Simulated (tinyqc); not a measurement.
A chain with uneven site energies and dephasing by Buettiker voltage probes: one step of the calculation.

Sites 1 to 3 form a chain with hopping -t. Lead L joins site 1 and lead R site 3, both semi-infinite chains with hopping -t and site energy 0. Every site carries a probe with self-energy -i Gamma_p/2 that draws no net current. Linear response at zero temperature: mu_L = 1, mu_R = 0 in units of the bias.

Question. Transmissions between terminals. With Gamma the broadening by one lead, T_RL = Gamma^2 |G_(3,1)|^2, T_pL = Gamma Gamma_p |G_(p,1)|^2, T_pR = Gamma Gamma_p |G_(p,3)|^2, T_pq = Gamma_p^2 |G_(p,q)|^2 for p != q.

Parameters, values chosen for the exercise: probe broadening Gamma_p gp = 0.63 eV.

G (1/eV):
```
                         1                       2                        3
1  -0.05142733-0.36979569i  0.52983414-0.17963021i  -0.15880809+0.25499070i
2   0.52983414-0.17963021i  0.13224434-0.74250721i   0.19792523+0.35330034i
3  -0.15880809+0.25499070i  0.19792523+0.35330034i   0.21269938-0.41979424i
```

Gamma = 1.7320508 eV

Give: T_RL; T_pL; T_pR; T_pq.

Answer.

T_RL = 0.2707
T_pL, probe 1 to 3: [0.1521, 0.3415, 0.0985]
T_pR, probe 1 to 3: [0.0985, 0.1790, 0.2417]

T_pq:
```
        1       2       3
1  0.0000  0.1242  0.0358
2  0.1242  0.0000  0.0651
3  0.0358  0.0651  0.0000
```

Program tinyqc, `OMP_NUM_THREADS=1 python tinyqc.py 2700043 2700044 out.jsonl`; Intel Xeon 2.30GHz, shared host, one thread, about 0.01 s.
